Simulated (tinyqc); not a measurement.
Inside a calculation: Tamm state at the end of a one-band chain. Values are carried at full precision from step to step, so a last printed digit may differ when a step is redone from the rounded ones.

A half-infinite chain with site energy 0 and hopping -t, band E = -2t cos(ka); the end site has energy D. The surface Green function of the unperturbed half chain is g = (E -/+ sqrt(E^2 - 4t^2))/(2t^2), the root with |t g| <= 1 and Im g <= 0, and with the shift G = g/(1 - D g).

Values chosen for the exercise:
- t = 0.97 eV (hopping)
- D = 1.71 eV (shift of the end site)
- a = 3.1 angstrom (spacing)
- N = 9 (sites)
- E = -1.11 eV (energy in the band)

## The bound state

Amplitudes z^n solve the chain for E = -t (z + 1/z); the end site demands z = -t/D, bound if |z| < 1. Then E = D + t^2/D, weight on the end site 1 - z^2, decay length -a/ln|z|.

z = -0.5673
E = 2.2602 eV
weight on the end site = 0.6782
decay length of the amplitude = 5.468 angstrom

The state lies 0.3202 eV above the band, and its amplitude alternates in sign from site to site.

## A finite chain

Write H for N sites.

H (eV), lower triangle:
```
        1       2       3       4       5       6       7       8  9
1   1.710
2  -0.970       0
3       0  -0.970       0
4       0       0  -0.970       0
5       0       0       0  -0.970       0
6       0       0       0       0  -0.970       0
7       0       0       0       0       0  -0.970       0
8       0       0       0       0       0       0  -0.970       0
9       0       0       0       0       0       0       0  -0.970  0
```

## Levels of the finite chain

Diagonalise; give the weight of each level on site 1.

levels (eV): -1.8318  -1.5188  -1.0351  -0.4333  0.2212  0.8566  1.4018  1.7891  2.2602

weights on site 1: 0.0031  0.0121  0.0256  0.0418  0.0578  0.0695  0.0694  0.0422  0.6785

The split-off level differs from the half-infinite value by -0.029 meV, the pull of the far end.

## Local density of states in the band

Form g and G at E; the surface density is -Im G/pi, the bulk density 1/(pi sqrt(4t^2 - E^2)).

g = -0.5899-0.8455i 1/eV
G = -0.3930-0.1380i 1/eV

densities (1/eV): clean end 0.2691, shifted end 0.0439, bulk 0.2001

## Checks

- Pole of G, 1 - D g(E) = 0, at the bound level: both 1.00000.

Program tinyqc; command `OMP_NUM_THREADS=1 python tinyqc.py 1452295 1452296 out.jsonl`; about 0.01 s on one thread of a shared Intel(R) Xeon(R) Processor @ 2.30GHz.
